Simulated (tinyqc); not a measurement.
Coupled-perturbed Hartree-Fock on RHF in the sto-3g basis, for H3+, spin multiplicity 1, step by step. One step of it, computed by the program tinyqc.

Problem. Iteration 8 (converged): orbitals. Diagonalise F' = X^T F X, C = X C', fill 1 alpha and 1 beta electrons from the bottom; D = 2 C_occ C_occ^T. Each column has its largest component positive (the first on a tie).

converged F (hartree), lower triangle:
```
,1H 1s,2H 1s,3H 1s
1H 1s,-0.983105
2H 1s,-0.870642,-0.732407
3H 1s,-0.834498,-0.517123,-0.707109
```

X, lower triangle:
```
,1H 1s,2H 1s,3H 1s
1H 1s,1.452544
2H 1s,-0.469755,1.229151
3H 1s,-0.433918,0.030063,1.199491
```

Give: F' = X^T F X; orbital energies; coefficients C; D after iteration 8.

Solution.

F' = X^T F X (hartree), lower triangle:
```
,1,2,3
1,-0.340
2,-0.567,-0.333
3,-0.530,-0.058,-0.349
```

orbital energies (hartree): MO1 -1.146, MO2 -0.284, MO3 0.408

coefficients C:
```
,MO1,MO2,MO3
1H 1s,0.547,-0.019,1.490
2H 1s,0.328,-0.809,-0.985
3H 1s,0.314,0.863,-0.886
```

D after iteration 8, lower triangle:
```
,1H 1s,2H 1s,3H 1s
1H 1s,0.598
2H 1s,0.358,0.215
3H 1s,0.343,0.205,0.197
```
